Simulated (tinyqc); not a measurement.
Three-band tight binding of a dichalcogenide monolayer: sweeps and comparisons. A value that a table varies takes the place of the one given here.

Basis dz2, dxy, dx2-y2 on a triangular lattice, nearest neighbours; alpha = kx a/2, beta = sqrt3 ky a/2. h0 = e1 + 2 t0 (cos 2alpha + 2 cos alpha cos beta); h1 = -2 sqrt3 t2 sin alpha sin beta + 2i t1 (sin 2alpha + sin alpha cos beta); h2 = 2 t2 (cos 2alpha - cos alpha cos beta) + 2i sqrt3 t1 cos alpha sin beta; h11 = e2 + 2 t11 cos 2alpha + (t11 + 3 t22) cos alpha cos beta; h22 = e2 + 2 t22 cos 2alpha + (3 t11 + t22) cos alpha cos beta; h12 = sqrt3 (t22 - t11) sin alpha sin beta + 4i t12 sin alpha (cos alpha - cos beta) + i lam sz. H = [[h0, h1, h2], [., h11, h12], [., ., h22]], Hermitian; the lowest band of each spin is filled. K = (4 pi/3a, 0), M = (pi/a, pi/(sqrt3 a)).

Constants: hbar^2/2m0 = 3.80998211 eV angstrom^2.

Inputs chosen for the exercise (near a published set for monolayer WS2; not measured data): a = 3.189 angstrom (lattice constant); e1 = 1.118 eV (level of dz2); e2 = 2.258 eV (level of dxy and dx2-y2); t0 = -0.204 eV (hopping); t1 = 0.562 eV (hopping); t2 = 0.529 eV (hopping); t11 = 0.286 eV (hopping); t12 = 0.39 eV (hopping); t22 = -0.061 eV (hopping); lam = 0.214 eV (spin-orbit constant).

## Three bands against the two-band Dirac model at K

Masses from central differences along kx with step 0.002 1/angstrom, c = hbar^2/2m0; Berry curvature of the valence band from a counter-clockwise plaquette of side 0.001 1/angstrom, Omega = -arg(product of overlaps)/area. Two-band model: coupling A = (3 a/(2 sqrt2))(t1 + sqrt3 t2) between valence and conduction states, mass c G/A^2 for both, Omega_v = 2 A^2/G^2. sz = 0 drops the spin-orbit term.

At K:
```
sz  G (eV)  m_c (m0)  m_v (m0)  two-band mass  Omega_v (angstrom^2)  two-band Omega
1   1.6220     0.290     0.382          0.247                18.691          19.006
0   1.8360     0.334     0.469          0.280                14.582          14.834
-1  2.0500     0.379     0.573          0.312                11.692          11.898
```

A = 5.0001 eV angstrom

What can be read from the table?

Without spin-orbit coupling the electron mass is 0.334 and the hole mass 0.469, against 0.280 for both in the two-band model: the third band and the curvature of the diagonal terms break the symmetry. The Berry curvature is -1.7 % from the two-band value. The smaller gap (sz = +1) has the larger curvature, by a factor 1.60.

## All hoppings scaled

The six hoppings are multiplied by f; e1, e2 and lam stay (real strain also moves e1 and e2, so this is no model of it). Closed forms: Ev(K) = e2 - (3/2)(t11 + t22) - 3 sqrt3 t12 + lam, Ec(K) = e1 - 3 t0, Ev(Gamma) = e1 + 6 t0.

Gaps (eV):
```
f     direct gap at K  Ev(K) - Ev(Gamma)  Ec(K) - top of valence band
0.85           1.1756             0.3850                       1.1756
0.90           1.3244             0.3280                       1.3244
0.94           1.4434             0.2824                       1.4434
0.97           1.5327             0.2482                       1.5327
1.00           1.6220             0.2140                       1.6220
1.03           1.7113             0.1798                       1.7113
1.06           1.8006             0.1456                       1.8006
1.10           1.9196             0.1000                       1.9196
```

What can be read from the table?

The direct gap changes by +29.8 meV for each per cent of f. The top of the valence band stays at K over the range.

## What each parameter does

Spin up: gap at K, Ev(K) - Ev(Gamma), and masses at K by central differences along kx with step 0.002 1/angstrom, c = hbar^2/2m0. Each row changes one parameter from the base and keeps the others.

Results:
```
case             gap at K (eV)  K - Gamma (eV)  m_c (m0)  m_v (m0)
base                    1.6220          0.2140     0.290     0.382
e1 = 1.088 eV           1.5920          0.2440     0.283     0.371
t12 = 0.42 eV           1.7779          0.0581     0.322     0.466
t22 = -0.091 eV         1.5770          0.2590     0.280     0.358
t11 = 0.256 eV          1.5770          0.2590     0.280     0.365
t0 = -0.174 eV          1.5320          0.0340     0.266     0.350
t1 = 0.532 eV           1.6220          0.2140     0.307     0.407
```

What does this show?

The largest shifts from the base row, up to three for each result and ties (the steps differ in size, so this ranks the rows, not the parameters). gap at K (eV): t12 +0.1559, t0 -0.0900, t22 -0.0450, t11 -0.0450; unchanged at the printed digits by t1. K - Gamma (eV): t0 -0.1800, t12 -0.1559, t22 +0.0450, t11 +0.0450; unchanged at the printed digits by t1. m_c (m0): t12 +0.032, t0 -0.024, t1 +0.017. m_v (m0): t12 +0.084, t0 -0.032, t1 +0.025. t1 couples dz2 to the other orbitals and vanishes at K and Gamma, so only the masses feel it.

tinyqc: `OMP_NUM_THREADS=1 python tinyqc.py 1480456 1480457 out.jsonl`; about 0.01 s, one thread, shared Intel(R) Xeon(R) Processor @ 2.30GHz.
